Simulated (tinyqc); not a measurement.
Temperature and isotope dependence of a band gap in oscillator models, step by step. Values are carried at full precision from step to step, so a last printed digit may differ when a step is redone from the rounded ones.

E(T) = E0 - sum_i sl_i th_i n_i(T), n = 1/(exp(th/T) - 1). The same coupling lowers the gap at 0 K by the zero-point term ZP = sum_i sl_i th_i/2, so the gap of the static lattice is E0 + ZP. Thermal expansion is taken as part of the slopes.

Values chosen for the exercise (near those of diamond; shifted at random, so the results belong to these values and not to a real crystal):
- E0 = 5.427 eV (gap at 0 K)
- th = (516, 1840) K (temperatures of two oscillators)
- sl = (0.2379, 0.3721) meV/K (their high-temperature slopes)
- T = 300 K (temperature)
- M = 12.01 u (mean atomic mass)
- dM = 0.78 u (change of the mean mass (not bounded by the natural isotopes))
- T12 = (1130, 2080) K (temperatures of the fits)

## The gap at T

Give the occupations, the two terms, the gap, ZP and the static gap.

n_i: [0.21812, 0.00217]

terms (meV): [26.776, 1.488]

E(T) = 5.3987 eV
ZP = 403.71 meV
static gap = 5.8307 eV

The thermal fall, 28.3 meV, is smaller than the zero-point term, 403.7 meV; the soft oscillator supplies 95 % of the fall but 15 % of ZP. A calculation with clamped ions should be compared with the static gap.

## Slope and asymptote

dE/dT = -sum sl_i (th_i/T)^2 n_i (1 + n_i). At high T, n -> T/th - 1/2, so E -> E0 + ZP - (sum sl_i) T. Give the slope, its ratio to the limit, and the value at 0 K of the tangent drawn at T.

dE/dT = -0.2175 meV/K
ratio to the limiting slope = 0.3566
intercept of the tangent = 5.4640 eV
intercept - E0 = 36.99 meV

The tangent recovers 9 % of ZP: the extrapolation works only from T well above the higher oscillator (1840 K).

## Isotope effect

With M -> M + dM the oscillator temperatures scale as M^(-1/2) and the slopes stay. Give th, ZP, E0 (static gap fixed) and E(T) for the new mass, and the linear rule dE0 = ZP dM/(2 M).

th (K): [500.02, 1783.01]

ZP = 391.206 meV
shift of E0 = 12.504 meV
linear rule = 13.110 meV
shift of E(T) = 11.326 meV

The heavier crystal has the wider gap. At 300 K 91 % of the shift at 0 K is left; it fades at high T, where the motion is classical and the mean-square amplitude no longer depends on mass.

## Two common fits

Two-parameter forms are made to pass through the falls at the two temperatures T12: Varshni aV T^2/(T + bV), from the line T^2/fall = (T + bV)/aV; one oscillator s1 t1/(exp(t1/T) - 1), with t1 from the ratio of the falls.

Give the falls and the parameters.

falls (meV): [379.2868, 917.4507]

aV = 0.7042 meV/K
bV = 1241 K
t1 = 1191.9 K
s1 = 0.5955 meV/K
ZP of the one-oscillator fit = 354.9 meV

The limiting slope of the model is 0.6100 meV/K; Varshni puts it +15 % off and one oscillator -2 %. The ZP of the fit differs from the true one by -48.8 meV.

## Checks

- Slope by finite differences against the formula (meV/K): both 0.21750.
- Fall at 20 times the higher oscillator temperature against the asymptote (meV): 22047 against 22044.

tinyqc: `OMP_NUM_THREADS=1 python tinyqc.py 1851251 1851252 out.jsonl`; about 0.01 s, one thread, shared Intel(R) Xeon(R) Processor @ 2.30GHz.
